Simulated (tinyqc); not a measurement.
Inside a calculation. Model: oxidation of curved silicon (wires and holes): cylindrical Deal-Grove kinetics with stress-retarded reaction. Computed by tinyqc, a small Python program that keeps every step. Command: `OMP_NUM_THREADS=1 python tinyqc.py 3026449 3026450 out.jsonl wireox walk`. One thread of a shared host (Intel(R) Xeon(R) Processor @ 2.30GHz), about 0.01 s of CPU time with the checks. Intermediate numbers are printed to about 7 digits and carried at full precision; extremes and crossings named in words are read from the listed rows.

Silicon fills r < a and oxide a < r < b. One volume of silicon gives 2.25 volumes of oxide, and the length is fixed.

Inputs (values chosen for the exercise, close to those used for silicon in steam):
```
quantity                       value        unit
prefactor B0                     410      um^2/h
activation energy E_B          0.779          eV
prefactor (B/A)0            1.45e+08        um/h
activation energy E_A           2.04          eV
starting silicon radius a0       9.4          nm
starting oxide x_i                 2          nm
viscosity prefactor eta0     7.8e-09        Pa s
viscosity energy E_eta          5.41          eV
critical shear stress s_c         49         MPa
activation volume V_k            9.3  angstrom^3
temperature T                    750           C
time t                          0.17           h
```

Shape: wire (convex).

Constants: k_B = 8.617333262e-05 eV/K.

## Planar constants and viscosity

B = B0 exp(-E_B/(k_B T)), B/A = (B/A)0 exp(-E_A/(k_B T)), eta = eta0 exp(E_eta/(k_B T)); 1 um = 1000 nm. Temperatures in kelvin are T(C) + 273.15.

B = 59652.25 nm^2/h

B/A = 12.96713 nm/h

low-stress viscosity eta = 3.470457e+18 Pa s

k_B T = 0.08816825 eV

## Rate at the start

Geometry: b^2 = b0^2 + 1.25 (a0^2 - a^2), b0 = a0 + x_i. Rate of oxide made per interface area: q = 1/[1/k + 2 a |ln(b/a)|/B], and |da/dt| = q/2.25. Reaction k = (B/A) exp(-sigma V_k/(k_B T)). New oxide pushes the old with radial speed u = 1.25 |da/dt| at r = a; the shear stress at radius r is s_c asinh(z a^2/r^2), z = 2 eta u/(a s_c) (Eyring flow), and the compressive normal stress at the interface is sigma = |int_a^b 2 s/r dr| = s_c |F(z) - F(z a^2/b^2)|, F(y) = int_0^y asinh(w)/w dw. q and sigma are solved together. 1 MPa angstrom^3 = 6.241509e-6 eV.

oxide radius b0 = 11.4 nm

rate q without stress = 12.95691 nm/h

normal stress sigma = 330.8984 MPa

factor on the reaction = 0.8042471

rate q with stress = 10.42217 nm/h

## State after time t

Integrate da/dt adaptively (tolerance 1e-8); a wire counts as consumed at a = 0.5 nm and a hole as closed at b = 0.5 nm. Planar reference: x^2 + A x = B t + x_i^2 + A x_i, A = B/(B/A).

silicon radius a = 8.672184 nm

oxide thickness = 3.427466 nm

normal stress at time t = 564.3412 MPa

planar thickness = 4.201444 nm

ratio to the planar thickness = 0.8157828

Stress now cuts the reaction constant to 69 % of its planar value. Caution: the oxide is taken as a purely viscous fluid in steady flow; elasticity, stress-dependent diffusion and thin-oxide enhancement are left out.

## Geometry alone against geometry with stress

A dash marks a stress-free run that has consumed the wire or closed the hole.

Oxide thickness (nm):
```
t (h)     planar  curved, no stress  curved, with stress    a (nm)  sigma (MPa)
0.0051  2.066074           2.059552             2.047793  9.376437     338.7048
0.0170  2.220239           2.197829             2.157936  9.321924     356.6905
0.0340  2.440457           2.393750             2.312060  9.245148     381.8505
0.0680  2.880830           2.780063             2.609599  9.095294     430.4230
0.1190  3.541232           3.346362             3.031534  8.879074     499.3953
0.1700  4.201444           3.897795             3.427469  8.672183     564.3417
0.2550  5.301378           4.786273             4.037533  8.345747     665.1506
0.3400  6.400787           5.639568             4.594506  8.039499     758.3504
```

At 0.34 h the thickness is 0.881 of the planar value from geometry alone and 0.718 with stress. On a wire the new oxide spreads over a larger circumference, which thins it, while the oxidant converges on a smaller interface. Stress takes 19 % off the stress-free value. Caution: elasticity of the oxide, stress-dependent diffusion and thin-oxide enhancement are left out.

Checks made by the program: large-radius limit against the planar law (relative difference 2e-10).
